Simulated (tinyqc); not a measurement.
Lifetime against injection: carrier lifetime from Shockley-Read-Hall, radiative, Auger and surface recombination. Computed by tinyqc, a small Python program. Command: `OMP_NUM_THREADS=1 python tinyqc.py 3009892 3009893 out.jsonl lifetime walk`. One thread of a shared host (Intel(R) Xeon(R) Processor @ 2.30GHz), about 0.01 s of CPU time with the checks.

Energies are counted from the top of the valence band. Boltzmann statistics, full ionisation, and equal excess densities of electrons and holes.

Inputs (values chosen for the exercise, with bands modelled on 4H-SiC):
```
quantity                          value    unit
gap E_g                            3.22      eV
electron mass m_e                 0.392     m_0
valleys M_c                           3       -
hole mass m_h                      1.96     m_0
temperature T                       300       K
doping N                        1.1e+14   cm^-3
trap level E_t                     1.99      eV
trap density N_t                7.8e+13   cm^-3
electron cross-section sigma_n  2.8e-16    cm^2
hole cross-section sigma_p      9.7e-15    cm^2
radiative coefficient B         4.5e-14  cm^3/s
Auger coefficient C_n           3.8e-30  cm^6/s
Auger coefficient C_p           1.6e-30  cm^6/s
```

Doping: n-type. Surface term: none.

Constants: m_0 = 9.1093837015e-31 kg; k_B = 1.380649e-23 J/K; h = 6.62607015e-34 J s; k_B = 8.617333262e-05 eV/K.

Method:
- N_c = 2 M_c (2 pi m_e k_B T/h^2)^(3/2) and N_v = 2 (2 pi m_h k_B T/h^2)^(3/2), masses in units of m_0.
- n_i = sqrt(N_c N_v) exp(-E_g/2 k_B T); majority density N/2 + sqrt(N^2/4 + n_i^2), minority density n_i^2 over it.
- v = sqrt(3 k_B T/m) with m_e or m_h; tau_n0 = 1/(sigma_n v_n N_t), tau_p0 = 1/(sigma_p v_p N_t); n1 = N_c exp(-(E_g - E_t)/k_B T), p1 = N_v exp(-E_t/k_B T).
- With n = n_0 + dn, p = p_0 + dn and U/dn = 1/tau: (n p - n_i^2)/dn = n_0 + p_0 + dn = s; 1/tau_SRH = s/[tau_p0 (n + n1) + tau_n0 (p + p1)]; 1/tau_rad = B s; 1/tau_Aug = (C_n n + C_p p) s; the rates add.
- Rows stop below half the smaller effective density of states.

N_c = 1.84766e+19 cm^-3

N_v = 6.88583e+19 cm^-3

n_0 = 1.10e+14 cm^-3

p_0 = 9.32323e-30 cm^-3

tau_p0 = 1.58432e-07 s

n1 = 0.0401358 cm^-3

tau_n0 = 2.45455e-06 s

p1 = 2.55522e-14 cm^-3

Lifetimes (s):
```
dn (cm^-3)         SRH   radiative       Auger   effective  radiative efficiency  fastest channel
1.00e+10    1.5866e-07  2.0200e-01  2.1744e+01  1.5866e-07            7.8541e-07              SRH
1.00e+11    1.6066e-07  2.0184e-01  2.1701e+01  1.6066e-07            7.9600e-07              SRH
1.00e+12    1.8055e-07  2.0020e-01  2.1278e+01  1.8055e-07            9.0182e-07              SRH
1.00e+13    3.6298e-07  1.8519e-01  1.7655e+01  3.6298e-07            1.9601e-06              SRH
1.00e+14    1.3273e-06  1.0582e-01  4.9707e+00  1.3272e-06            1.2543e-05              SRH
1.00e+15    2.3697e-06  2.0020e-02  1.5485e-01  2.3694e-06            1.1835e-04              SRH
1.00e+16    2.5863e-06  2.1980e-03  1.8176e-03  2.5796e-06            1.1736e-03              SRH
1.00e+17    2.6103e-06  2.2198e-04  1.8484e-05  2.2639e-06            1.0199e-02              SRH
1.00e+18    2.6127e-06  2.2220e-05  1.8515e-07  1.7156e-07            7.7212e-03            Auger
```

tau_SRH goes from 1.59e-7 s at low injection (the minority capture time, 1.58e-7 s) to 2.61e-6 s in the last row; at high injection it tends to tau_n0 + tau_p0 = 2.61e-6 s. Ruling channel by row: SRH from 1e10, Auger from 1e18 cm^-3. The radiative efficiency peaks at 0.0102 near 1e17 cm^-3, below which non-radiative terms of first order take a larger share and above which Auger recombination does. Caution: the trap density is not small against the doping, so trapped charge breaks the equality of the excess densities.

Extremes, crossings and ranges named in words are read from the listed rows.
